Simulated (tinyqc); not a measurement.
# Field length and prefactor from two substrate currents

Question. For Em = (Vd - Vdsat)/l, Isub/Id = (Ai/Bi)(Vd - Vdsat) exp(-Bi l/(Vd - Vdsat)), and l = sqrt(3 tox xj). Find l, Ai and xj.

Inputs (values chosen for the exercise):
- tox = 10 nm (oxide thickness)
- Bi = 1.72 MV/cm (ionisation field)

Isub/Id at Vd - Vdsat = 2.8 and 3.8 V: [0.0279372494, 0.132622945]

Answer. ln[Isub/(Id (Vd - Vdsat))] is linear in 1/(Vd - Vdsat) with slope -Bi l.

l = 77.46 nm
Ai = 2.000e6 1/cm
xj = 200.0 nm

tinyqc, about 0.01 s, one thread, Intel Xeon 2.30GHz (shared host): `OMP_NUM_THREADS=1 python tinyqc.py 2550045 2550046 out.jsonl`
